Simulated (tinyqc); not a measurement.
Off-state leakage of single and stacked transistors: one step of the calculation.

n-channel devices of unit width. Subthreshold current I(Vg, Vs, Vd) = I0 (T/300 K)^0.5 exp[(Vg - Vs - VT(T) - gb (Vs - Vb) + dd (Vd - Vs))/(nf Vt)] (1 - exp(-(Vd - Vs)/Vt)), VT(T) = VT - cT (T - 300 K). Gate-edge tunnelling Ig (Vd/1 V) exp(ag (Vd - 1 V)), for a gate at 0 V, and band-to-band leakage Ab u exp(-Bb/u), u = Vd - Vb + 1 V, flow at a drain held at V; both are taken as independent of T. In a stack of off transistors (all gates at 0 V) the same subthreshold current passes through each.

Task. Leakage of one transistor. Vg = Vs = 0, Vd = V; effective threshold VT(T) - gb Vb - dd V.

Inputs (values chosen for the exercise); values of the order met in bulk silicon logic transistors:
```
symbol   value       unit                                             meaning
T          378          K                                         temperature
V          1.2          V                                      supply voltage
VT        0.26          V        threshold at 300 K, zero drain and body bias
cT         0.6       mV/K              fall of the threshold with temperature
I0        0.13      uA/um                       current at threshold at 300 K
nf        1.42                                                   slope factor
dd         0.1                                drain-induced lowering per volt
gb        0.22             rise of the threshold per volt of source-body bias
Ig      0.0004      uA/um                 gate-edge tunnelling current at 1 V
ag         3.7        1/V               exponential slope of the gate current
Ab          70  uA/(um V)      prefactor of band-to-band leakage at the drain
Bb          23          V                             its exponential voltage
Vb        -0.6          V                                        body voltage
```

Constants: q = 1.602176634e-19 C, kB = 1.380649e-23 J/K, Vt = kB T/q. Results are converted to the units shown.

Find: effective threshold; parts; total; shares.

Result.

effective threshold = 0.2252 V
parts (nA/um): subthreshold 1.121, gate edge 1.006, band-to-band 53.07
total = 55.20 nA/um
shares (%): subthreshold 2.031, gate edge 1.823, band-to-band 96.15

The band-to-band part is the largest.

tinyqc, about 0.03 s, one thread, Intel Xeon 2.30GHz (shared host): `OMP_NUM_THREADS=1 python tinyqc.py 2242151 2242152 out.jsonl`
